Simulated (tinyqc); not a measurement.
Energy against coordination: Tersoff bond-order potential. Computed by tinyqc, a small Python program. Command: `OMP_NUM_THREADS=1 python tinyqc.py 3022160 3022161 out.jsonl tersoff walk`. One thread of a shared host (Intel(R) Xeon(R) Processor @ 2.30GHz), about 0.01 s of CPU time with the checks.

E = (1/2) sum_(i, j != i) [A exp(-lambda r_ij) - b_ij B exp(-mu r_ij)], b_ij = (1 + (beta zeta_ij)^n)^(-1/(2n)), zeta_ij = sum_(k != i, j) g(theta_ijk), g = 1 + c^2/d^2 - c^2/(d^2 + (h - cos theta)^2), with theta at atom i. Only nearest neighbours count (cut-off function 1 for them, 0 beyond).

Inputs (values chosen for the exercise, modelled on carbon):

| quantity | value | unit |
|---|---|---|
| A | 1380.4 | eV |
| B | 346.95 | eV |
| lambda | 3.4879 | 1/angstrom |
| mu | 2.2119 | 1/angstrom |
| beta | 1.68e-07 | - |
| n | 0.7294 | - |
| c | 39000 | - |
| d | 4.344 | - |
| h | -0.5608 | - |

Method. Angles seen from one bond (cos theta: count): chain -1: 1; graphitic -1/2: 2; diamond -1/3: 3; square net 0: 2, -1: 1; simple cubic 0: 4, -1: 1; bcc 1/3: 3, -1/3: 3, -1: 1; fcc 1/2: 4, 0: 2, -1/2: 4, -1: 1. With z equal bonds of order b, r = ln(lambda A/(mu b B))/(lambda - mu) and E per atom = -(z/2) b B exp(-mu r)(1 - mu/lambda).

Relaxed structures:

| structure | z | zeta | b | r (angstrom) | E per atom (eV) | E per bond (eV) |
|---|---|---|---|---|---|---|
| dimer | 1 | 0 | 1.0000 | 1.4392 | -2.6304 | -5.2608 |
| chain | 2 | 8.1560e+05 | 0.8655 | 1.5524 | -3.5444 | -3.5444 |
| graphitic | 3 | 3.1575e+04 | 0.9853 | 1.4508 | -7.5774 | -5.0516 |
| diamond | 4 | 6.6121e+05 | 0.8818 | 1.5377 | -7.4613 | -3.7307 |
| square net | 4 | 3.4582e+06 | 0.7028 | 1.7156 | -4.0117 | -2.0058 |
| simple cubic | 6 | 6.1009e+06 | 0.6180 | 1.8164 | -4.2341 | -1.4114 |
| bcc | 8 | 1.1305e+07 | 0.5199 | 1.9518 | -3.5205 | -0.8801 |
| fcc | 12 | 2.1666e+07 | 0.4183 | 2.1222 | -2.9144 | -0.4857 |

What follows from these numbers?

The lowest are graphitic, diamond and simple cubic, the first two 0.116 eV apart. The bond order falls from 1 to 0.418 and the bond weakens from -5.26 to -0.49 eV, as b^(lambda/(lambda - mu)) with exponent 2.73. With the same z = 4 the square net lies 3.45 eV above diamond, from its angles alone. Caution: in bcc and other dense structures second neighbours can fall inside the usual cut-off; they are left out here.

Extremes, crossings and ranges named in words are read from the listed rows.
